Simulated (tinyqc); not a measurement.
Planar ballistic transistor, top-of-the-barrier model: one step of the calculation.

At the top of the source barrier, states moving towards the drain are filled by the source (Fermi level 0) and states moving back by the drain (Fermi level -q Vd); nothing scatters. U is the shift of the band edge there, set by the capacitances CG, CD and CS (the total) and by the charge. Parabolic two-dimensional band; the source is grounded.

Task. Self-consistent potential at the barrier top. eta1 = -(E0 + U)/Vt, eta2 = eta1 - Vd/Vt, n = (N0/2)[F_0(eta1) + F_0(eta2)], F_0(x) = ln(1 + exp x). U(out) = UL + q (n - n0)/CS. U(new) = U + 0.2 (U(out) - U).

Inputs (values chosen for the exercise); mass and valleys close to those of gallium arsenide:
- T = 77 K (temperature)
- E0 = 0.17 eV (band edge at the barrier top above the source Fermi level at zero bias)
- Vd = 0.05 V (drain voltage)

Constants: q = 1.602176634e-19 C, kB = 1.380649e-23 J/K, Vt = kB T/q. Results are converted to the units shown.

U at the start (U = UL) = -0.1911 eV
N0 = 1.7822630e11 cm^-2
CS = 1.0962328 uF/cm^2
n0 = 1.3310329 cm^-2
UL = -0.1911 eV

Wanted: eta1; eta2; n; U(out); U after iteration 1.

Result.

eta1 = 3.180
eta2 = -4.355
n = 2.881e11 cm^-2
U(out) = -0.1490 eV
U after iteration 1 = -0.1827 eV

Program tinyqc, `OMP_NUM_THREADS=1 python tinyqc.py 2400014 2400015 out.jsonl`; Intel Xeon 2.30GHz, shared host, one thread, about 0.01 s.
